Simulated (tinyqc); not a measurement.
Two-band k.p model of the X valleys of a zinc-blende crystal: sweeps and comparisons. A value that a table varies takes the place of the one given here.

k along the valley axis, counted from X, c = hbar^2/2m0, e = c k^2/ml. H = [[e - D/2, i P k], [-i P k, e + D/2]] with P^2 = D0 c/ml, so E = e -/+ sqrt(D^2/4 + D0 e). For D = 0 (diamond lattice) the bands cross at X.

With x = D/D0: for x < 1 the minima lie at k_m = sqrt(ml D0 (1 - x^2)/(4 c)), the hump at X has the height dE = (D0/4)(1 - x)^2 and the mass at the minimum is ml/(1 - x^2); the mass at X is ml/(1 - 1/x), negative for x < 1. For x > 1 the minimum is at X.

Thermal masses along the axis for one X point, lower band, E from the minimum, on 1601 points from -0.8 to 0.8 1/angstrom: density-of-states mass m_d = c I^2/(pi kT), I = integral of exp(-E/kT) dk; conductivity mass m_c = 2 c kT/<(dE/dk)^2> with central differences.

Constants: hbar^2/2m0 = 3.80998211 eV angstrom^2; kB = 8.617333262e-05 eV/K.

Inputs chosen for the exercise (of the order of those of AlAs; shifted at random, so the results belong to these values and not to a real crystal): D0 = 0.148 eV (coupling energy); ml = 0.59 m0 (mass along the axis from remote bands); D = 0.365 eV (splitting of the two conduction levels at X); T = 50 K (temperature).

## From the diamond lattice to a polar crystal

D is varied at fixed D0 and ml.

Results:
```
x     D (eV)  k_m (1/angstrom)  dE (meV)  mass at the minimum
0.00   0.000            0.0757     37.00                0.590
0.30   0.044            0.0722     18.13                0.648
0.60   0.089            0.0606      5.92                0.922
0.80   0.118            0.0454      1.48                1.639
0.90   0.133            0.0330      0.37                3.105
1.10   0.163            0.0000      0.00                6.490
1.30   0.192            0.0000      0.00                2.557
2.00   0.296            0.0000      0.00                1.180
4.00   0.592            0.0000      0.00                0.787
```

What does this show, and why?

At D = 0 the minima lie 0.0757 1/angstrom from X under a cusp of D0/4 = 37 meV, the pattern of silicon. The hump shrinks as (1 - x)^2, faster than k_m, so at x = 0.9 it is only 0.37 meV although k_m is still 44 % of its first value. The mass diverges at x = 1 from both sides (3.11 at 0.9, 6.49 at 1.1), where the band is quartic.

## Temperature

Thermal masses against T.

Results:
```
T (K)  kT (meV)    m_d    m_c
10         0.86  0.991  0.989
20         1.72  0.989  0.986
50         4.31  0.985  0.977
100        8.62  0.978  0.965
200       17.23  0.966  0.943
300       25.85  0.956  0.926
500       43.09  0.939  0.900
```

What does this show?

m_d goes from 0.991 to 0.939 and m_c goes from 0.989 to 0.900. Both start from the edge mass 0.992 and tend to ml = 0.59 for kT far above D0. 

## What each parameter does

Shape of the lower band and thermal masses. Each row changes one parameter from the base and keeps the others.

Results:
```
case            k_m (1/angstrom)  dE (meV)  m_d (m0)  m_c (m0)
base                      0.0000     0.000     0.985     0.977
D = 0.354 eV              0.0000     0.000     1.005     0.996
D0 = 0.1436 eV            0.0000     0.000     0.966     0.959
ml = 0.6077 m0            0.0000     0.000     1.014     1.007
T = 48.5 K                0.0000     0.000     0.985     0.978
```

What does this show?

The largest shifts from the base row, up to three for each result and ties (the steps differ in size, so this ranks the rows, not the parameters). k_m (1/angstrom): unchanged at the printed digits by D, D0, ml and T. dE (meV): unchanged at the printed digits by D, D0, ml and T. m_d (m0): ml +0.030, D +0.020, D0 -0.019; unchanged at the printed digits by T. m_c (m0): ml +0.029, D +0.019, D0 -0.018.

Computed by tinyqc, a small Python program: `OMP_NUM_THREADS=1 python tinyqc.py 1850763 1850764 out.jsonl` (the numbers bound the seed that draws the inputs); one thread of a shared host (Intel(R) Xeon(R) Processor @ 2.30GHz), about 0.01 s for the whole set of steps.
